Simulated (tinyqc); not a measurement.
Worked calculation: capillary instabilities by surface diffusion: grooving and agglomeration of films, edge retraction, wire break-up and smoothing of roughness. Computed by tinyqc, a small Python program that keeps every step. Command: `OMP_NUM_THREADS=1 python tinyqc.py 3016325 3016326 out.jsonl dewet walk`. One thread of a shared host (Intel(R) Xeon(R) Processor @ 2.30GHz), about 0.01 s of CPU time with the checks. Intermediate numbers are printed to about 7 digits and carried at full precision; extremes and crossings named in words are read from the listed rows.

Isotropic surface energy; shapes change by surface diffusion alone.

Inputs (values chosen for the exercise, of the order of those of a cobalt film):
```
quantity                                value        unit
surface energy gamma_s                   2.08       J/m^2
grain-boundary energy gamma_b            0.58       J/m^2
contact angle on the substrate theta       55     degrees
atomic volume Omega                      11.1  angstrom^3
surface sites nu                          9.2      1/nm^2
prefactor D0                          0.00043       m^2/s
activation energy Q                      1.64          eV
temperature T                             822           K
time t                                   5200           s
film thickness h                           29          nm
grain radius R                            150          nm
wire radius r                             8.7          nm
initial ripple over radius               0.05           -
roughness wavelength lambda                11          nm
```

Grooves: at the surface only.

Constants: k_B = 8.617333262e-05 eV/K; k_B = 1.380649e-23 J/K.

## The Mullins constant

B = D_s nu gamma_s Omega^2/(k_B T), D_s = D0 exp(-Q/(k_B T)).

D_s = 3.788232e-14 m^2/s

B = 7870.070 nm^4/s

length (B t)^(1/4) = 79.98259 nm

Lengths grow as t^(1/4): doubling one takes 16 times as long, or roughly 120 K more.

## Will grooves cut through?

Groove angle beta: sin(beta) = gamma_b/(2 gamma). For circular grains of radius R with spherical caps the groove ends (measured from the mean surface) at the depth R g(beta), g = (2 - 3 cos beta + cos^3 beta)/(3 sin^3 beta). The film parts if R g(beta_s) > h.

beta_s = 8.014464 degrees

sum of g = 0.03508412

critical R/h = 28.50292

final depth over h = 0.1814696

The grooves stop short by this estimate; triple junctions groove deeper and may still open.

## Groove growth in time

Mullins' isolated groove: depth below the flat surface d = 0.780 m (B t)^(1/4), m = tan(beta_s), width between the ridges 4.6 (B t)^(1/4); time to reach h: (h/(0.780 m))^4/B.

groove depth = 8.783900 nm

groove width = 367.9199 nm

time to reach the substrate = 617797.0 s

Caution: the grooves of neighbouring boundaries overlap, so the depth levels off at its final value. Caution: the grains are too small for the surface groove ever to reach the depth h.

## Retraction of a straight edge

A rim shaped as a circular segment with contact angle theta holds the area h x; its radius r obeys r^2 (theta - sin theta cos theta) = h x. To advance, the edge must carry a strip of the rim height H = r (1 - cos theta) over the rim, driven by the curvature 1/r over the distance r theta (the scaling argument of Brandon and Bradshaw): H dx/dt = B/(theta r^2) gives x^(5/2) = (5/2) B t c^(3/2)/(theta (1 - cos theta) h^(3/2)), c = theta - sin theta cos theta.

retraction x = 197.6333 nm

rim height H = 46.11420 nm

present speed = 0.01520256 nm/s

The rim is 1.6 times the film thickness. x goes as t^(2/5) h^(-3/5): thin films retract faster.

## Break-up of a free wire

A wire with r + A cos(k z) has dA/dt = (B/r^4) (kr)^2 [1 - (kr)^2] A: unstable for wavelengths above 2 pi r, fastest at kr = 1/sqrt 2 with the rate B/(4 r^4); break-up time about (4 r^4/B) ln(r/A0); each wavelength makes a sphere of radius (3 r^2 lambda_m/4)^(1/3).

fastest wavelength = 77.30616 nm

break-up time = 8.722911 s

radius of the spheres = 16.37211 nm

t over the break-up time = 596.1313

The wire breaks up within t. Caution: faceting can stabilise wires along low-index directions.

## Smoothing against break-up

Roughness of wavelength lambda on a flat face decays as exp[-B (2 pi/lambda)^4 t]; the smoothing time is that for a factor e^3.

Times (s); the last column is (h/(0.780 tan beta_s))^4/B:
```
T (K)    B (nm^4/s)     smoothing  wire break-up  groove to depth h
699    1.574102e+02  1.790357e-01   4.361212e+02       3.088812e+07
740    6.720668e+02  4.193340e-02   1.021475e+02       7.234556e+06
781    2.456645e+03  1.147176e-02   2.794458e+01       1.979165e+06
822    7.870070e+03  3.580914e-03   8.722911e+00       6.177970e+05
863    2.251858e+04  1.251502e-03   3.048590e+00       2.159153e+05
904    5.844582e+04  4.821910e-04   1.174591e+00       8.318996e+04
986    3.086120e+05  9.131869e-05   2.224473e-01       1.575475e+04
```

All times share 1/B, so their ratios do not depend on T: break-up over smoothing is 2400. An anneal can smooth this roughness well before the wire breaks. Smoothing is safe for lambda well below 2 pi r, above which a ripple along the wire grows instead. B spans 3.3 decades over these rows.

Checks made by the program: g against the volume of a spherical cap (relative difference below 1e-10).
